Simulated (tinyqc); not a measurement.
Well width and field from level and shift.

Question. An infinitely deep well has E_1(0) = C (pi/L)^2/m1, C = hbar^2/(2 m0), and in a field F (potential zero at the centre of the well) the second-order term of the shift is -m1 F^2 L^4 (15 - pi^2)/(48 C pi^4); higher orders are set aside. Find L and F.

Values chosen for this exercise:
- m1 = 0.087 m0 (mass)

Constants: q = 1.602176634e-19 C, hbar = 1.054571817e-34 J s, m0 = 9.1093837015e-31 kg, hbar^2/(2 m0) = 0.0380998212 eV nm^2. Results are converted to the units shown.

E_1(0) = 0.011724679 eV
second-order shift of level 1 = -0.051789363 meV

Solution. The level gives L, and the shift then gives F^2.

L = 19.2 nm
F = 3.90e-4 V/nm

Program tinyqc, `OMP_NUM_THREADS=1 python tinyqc.py 2580013 2580014 out.jsonl`; Intel Xeon 2.30GHz, shared host, one thread, about 0.02 s.
